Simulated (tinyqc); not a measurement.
CID on RHF in the sto-3g basis, for H2, spin multiplicity 1, step by step. One step of it, computed by the program tinyqc.

Question. CID: roots. Diagonalise (each vector has its largest component positive (the first on a tie)); all determinants have Ms = 0, so triplets appear too. The lowest singlet root is the correlation energy.

Occupation strings over the orbitals (2 doubly, a alpha, b beta, 0 empty; spin orbitals ordered 1a 1b 2a 2b ...): 20 02

H - E(HF) between determinants (hartree), order 20, 02:
```
[[0.000000, 0.197998],
 [0.197998, 1.040943]]
```

Give: lowest roots of this matrix, relative to E(HF); lowest vectors; <S^2> of these roots; weight of the ground state by excitation level 0, 1, 2, ....

Answer.

lowest roots of this matrix, relative to E(HF) (hartree): [-0.0364, 1.0773]

lowest vectors, order 20, 02:
```
[[0.9835, 0.1808],
 [-0.1808, 0.9835]]
```

<S^2> of these roots: [0.0000, 0.0000]

weight of the ground state by excitation level 0, 1, 2, ...: [0.9673, 0.0000, 0.0327]
